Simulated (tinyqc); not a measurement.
Threshold-voltage variability of a planar MOSFET, analytic estimates: one step of the calculation.

Three independent sources add in quadrature: random dopants in the depleted layer, metal-gate grains of two orientations, and roughness of the two gate edges acting through the roll-off VT = VT(long) - Vr exp(-L/l). These are first-order estimates: no three-dimensional electrostatics, no percolation.

Problem. Total spread, mismatch and leakage. s = sqrt(s1^2 + s2^2 + s3^2). For a pair: s(dVT) = sqrt(2) s; current mismatch sqrt(2) sqrt((gI s)^2 + sb^2); input offset = current mismatch/gI. For a Gaussian VT the off current is log-normal with mean/median = exp(s^2/(2 (n Vt)^2)).

Values chosen for this exercise; material values close to those of silicon:
- T = 300 K (temperature)
- n = 1.41 (subthreshold factor)
- gI = 15 1/V (gm/I of a matched pair)
- sb = 1.6 % (spread of the gain factor of one device)

Constants: q = 1.602176634e-19 C, kB = 1.380649e-23 J/K, Vt = kB T/q. Results are converted to the units shown.

s1 = 8.4287451 mV
s2 = 6.7419986 mV
s3 = 1.5322077 mV

Give: s; s(dVT); current mismatch; input offset; mean/median of Ioff.

Solution.

s = 10.902 mV
s(dVT) = 15.417 mV
current mismatch = 23.236 %
input offset = 15.491 mV
mean/median of Ioff = 1.0457

Numbers from tinyqc (`OMP_NUM_THREADS=1 python tinyqc.py 2090108 2090109 out.jsonl`; about 0.01 s on one thread of a shared Intel Xeon 2.30GHz).
